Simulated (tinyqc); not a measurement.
Harmonic frequencies on the RHF/sto-3g surface (energies and gradients from PySCF), for H2, spin multiplicity 1, step by step. Computed by tinyqc, a small Python program that keeps every step (integrals from PySCF). Settings: charge = 0, multiplicity = 1, basis = sto-3g, delta = 0.01. Command: `OMP_NUM_THREADS=1 python tinyqc.py 21215 21216 out.jsonl` (the two numbers bound the seeds that draw the settings). One thread of a shared host (Intel(R) Xeon(R) Processor @ 2.60GHz), about 0.5 s of CPU time with the checks.

## One row of the Hessian: 2Hz

optimised positions (bohr):
```
          x        y        z
1H  0.00000  0.00000  0.03285
2H  0.00000  0.00000  1.37877
```

gradient at +delta (hartree/bohr):
```
            x          y           z
1H  0.0000000  0.0000000  -0.0056370
2H  0.0000000  0.0000000   0.0056370
```

gradient at -delta (hartree/bohr):
```
            x          y           z
1H  0.0000000  0.0000000   0.0058237
2H  0.0000000  0.0000000  -0.0058237
```

Displace 2Hz by +/-0.01 bohr; H(k, :) = (g(+) - g(-)) / (2 delta).

row of the Hessian (hartree/bohr^2): 1Hx 0.0000000, 1Hy 0.0000000, 1Hz -0.5730384, 2Hx 0.0000000, 2Hy 0.0000000, 2Hz 0.5730384

## Hessian by finite differences

All rows are made in the same way, and the matrix is symmetrised.

Hessian (symmetrised) (hartree/bohr^2):
```
            1Hx         1Hy         1Hz         2Hx         2Hy         2Hz
1Hx   0.0000145   0.0000000   0.0000000  -0.0000145   0.0000000   0.0000000
1Hy   0.0000000   0.0000145   0.0000000   0.0000000  -0.0000145   0.0000000
1Hz   0.0000000   0.0000000   0.5730384   0.0000000   0.0000000  -0.5730384
2Hx  -0.0000145   0.0000000   0.0000000   0.0000145   0.0000000   0.0000000
2Hy   0.0000000  -0.0000145   0.0000000   0.0000000   0.0000145   0.0000000
2Hz   0.0000000   0.0000000  -0.5730384   0.0000000   0.0000000   0.5730384
```

## Normal modes

masses (u): 1H 1.00782, 2H 1.00782

Diagonalise H_ij / sqrt(m_i m_j); the 5 smallest eigenvalues belong to translations and rotations; wavenumber = sqrt(eigenvalue / 1822.888) x 219474.63; each mode has its largest component positive (the first on a tie); zero-point energy = sum of wavenumbers / 2, with 349.755 1/cm per kcal/mol.

eigenvalues of the mass-weighted Hessian (hartree/(bohr^2 u)): 0.00000  0.00000  0.00000  0.00003  0.00003  1.13718

harmonic wavenumbers of the vibrations (1/cm): 5481.7

mass-weighted modes:
```
       mode 1
1Hx   0.00000
1Hy   0.00000
1Hz   0.70711
2Hx   0.00000
2Hy   0.00000
2Hz  -0.70711
```

zero-point energy = 7.83654 kcal/mol
